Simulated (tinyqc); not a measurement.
# Worked calculation: read current of a NAND string, cells in series solved by shooting

Program tinyqc, `OMP_NUM_THREADS=1 python tinyqc.py 2142023 2142024 out.jsonl`; Intel Xeon 2.30GHz, shared host, one thread, about 0.5 s. Printed values are rounded.

Cells in series, numbered from 0 at the source line (0 V) to the bit line, each followed by a gap resistance Rg. A cell with gate Vg, threshold VT, source Vs and drain Vd passes I = 2 nf K Vt^2 [F(Vs) - F(Vd)]/(1 + th max(Vg - VT, 0)), F(V) = ln^2(1 + exp((Vg - VT - nf V)/(2 nf Vt))). The selected cell has Vg = Vr, the others Vg = Vp.

Inputs (values chosen for the exercise); values of the order met in vertical NAND strings: temperature T = 358 K; gain factor of a cell K = 9.4 uA/V^2; slope factor nf = 1.4; mobility reduction factor th = 0.11 1/V; resistance of the gap between cells Rg = 23 kohm; bit-line voltage Vbl = 0.3 V; pass voltage Vp = 5.9 V; read voltage on the selected word line Vr = 2.12 V.

Constants: q = 1.602176634e-19 C, kB = 1.380649e-23 J/K, Vt = kB T/q. Results are converted to the units shown.

## Step 1: node voltages for a trial current

first trial current = 0.54 uA
thresholds from the source end, cell 0 to 4 (V): [3, 1.1, 3, 3, -1.4]

For a trial current I start at 0 V and, cell by cell (the selected one is cell 1), solve for the drain: sqrt(F(Vd)) = sqrt(F(Vs) - I/k), k = 2 nf K Vt^2/(1 + th max(Vg - VT, 0)), Vd = [Vg - VT - 2 nf Vt ln(exp(sqrt F) - 1)]/nf, then add I Rg.

node voltage after each cell and gap, trial 1, cell 0 to 4 (V): [0.03871529, 0.1208103, 0.1611772, 0.2021434, 0.2293460]

## Step 2: node voltages for a trial current

second trial current = 0.61 uA

As before.

node voltage after each cell and gap, trial 2, cell 0 to 4 (V): [0.04375874, 0.1377387, 0.1836494, 0.2303488, 0.2611757]

## Course of the secant iteration

Secant steps on the end voltage less Vbl, from the two trials; a trial above the saturation current of a cell has no solution and is moved halfway to the previous trial. Stop below 1e-9 V.

Course of the iteration:
```
iteration     I (uA)  end voltage - Vbl (V)  halvings
1          0.6953826                8.08e-4         0
2          0.6936420               -9.36e-6         0
3          0.6936619               -2.27e-9         0
4          0.6936619               6.05e-15         0
```

Converged in 4 iterations to I = 0.69366 uA. The selected cell takes 30.9 % of the bit-line voltage and the gaps together 26.6 %.
